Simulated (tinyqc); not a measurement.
Input admittance of a MOSFET at zero drain bias: distributed channel and distributed gate: two steps of the calculation.

Source and drain grounded, strong inversion, w = 2 pi f, Cox = eps0 eox/tox. The channel is an RC line of resistance 1/(mu Cox Vo) per square fed from both ends, so one finger has the intrinsic admittance y = i w Cox L tanh(g)/g per width, g = (1/2) sqrt(i w tau), tau = L^2/(mu Vo). The vertical resistance rv/L is in series with y, the overlaps 2 i w Cov in parallel: y_t = 1/(1/y + rv/L) + 2 i w Cov. The gate strip is a line of Rsh/L per length loaded by y_t, so a finger has Y = y_t Wf tanh(k)/k, k = (Wf/sd) sqrt(y_t Rsh/L); the device has Nf Y.

Parameters, values chosen for the exercise; values of the order met in silicon radio-frequency transistors:
- eox = 21.6 (relative permittivity of the gate insulator (close to hafnium oxide))
- tox = 6.6 nm (insulator thickness)
- L = 1.9 um (channel length)
- Wf = 4.2 um (finger width)
- Nf = 16 (number of fingers)
- mu = 160 cm^2/(V s) (channel mobility)
- Vo = 0.47 V (gate overdrive)
- Rsh = 3.8 ohm/square (sheet resistance of the gate)
- rv = 5.5 ohm um^2 (vertical resistivity of the gate stack)
- sd = 1 (number of ends at which a finger is contacted)
- Cov = 0.17 fF/um (overlap and fringe capacitance on each side)
- f = 1.1 GHz (frequency)

Constants: eps0 = 8.8541878128e-14 F/cm where lengths are in cm. Results are converted to the units shown.

Question 1. Low-frequency resistances and capacitance. Low-frequency limits, with c = Cox L and ct = c + 2 Cov: R_strip = Rsh Wf/(3 sd^2 L Nf), R_ch = (c/ct)^2 L/(12 mu Cox Vo Wf Nf), R_vert = (c/ct)^2 rv/(L Wf Nf), C = ct Wf Nf.

Wanted: parts; sum; C; 1/(2 pi R C).

Answer 1.

parts (ohm): strip 0.17500, channel 10.680, vertical 0.042549
sum = 10.898 ohm
C = 3722.7 fF
1/(2 pi R C) = 3.9231 GHz

The channel term is the largest, 98.0 % of the sum.

Question 2. Admittance of the channel and stack per width. tau, g, c = Cox L, y and y_t as defined.

Find: tau; g; c; y; y_t.

Answer 2.

tau = 480.05 ps
g = 0.64400+0.64400i
c = 55.057 fF/um
y = 94.68+349.16i uS/um
y_t = 95.01+351.32i uS/um

w tau = 3.32, and Im y is 0.918 of w c.

Computed by the program tinyqc: `OMP_NUM_THREADS=1 python tinyqc.py 2262219 2262220 out.jsonl`, one thread of a shared Intel Xeon 2.30GHz, about 0.01 s for the whole run.
